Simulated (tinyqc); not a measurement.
From results to parameters: Luttinger model of the valence bands. Computed by the program tinyqc.

Problem. In the four-band Luttinger model 1/m = g1 -/+ 2 g2 along [100] and g1 -/+ 2 g3 along [111]. Find g1, g2, g3 and the light hole mass along [111].

heavy and light hole masses along [100] (electron masses): 0.185185  0.066138
heavy hole mass along [111] = 0.224215 electron masses

Solution. The mean of the two inverse masses along [100] is g1 and a quarter of their difference is g2; g3 = (g1 - 1/m_hh[111])/2.

g1, g2, g3: 10.2600  2.4300  2.9000
light hole mass along [111] = 0.0623 electron masses
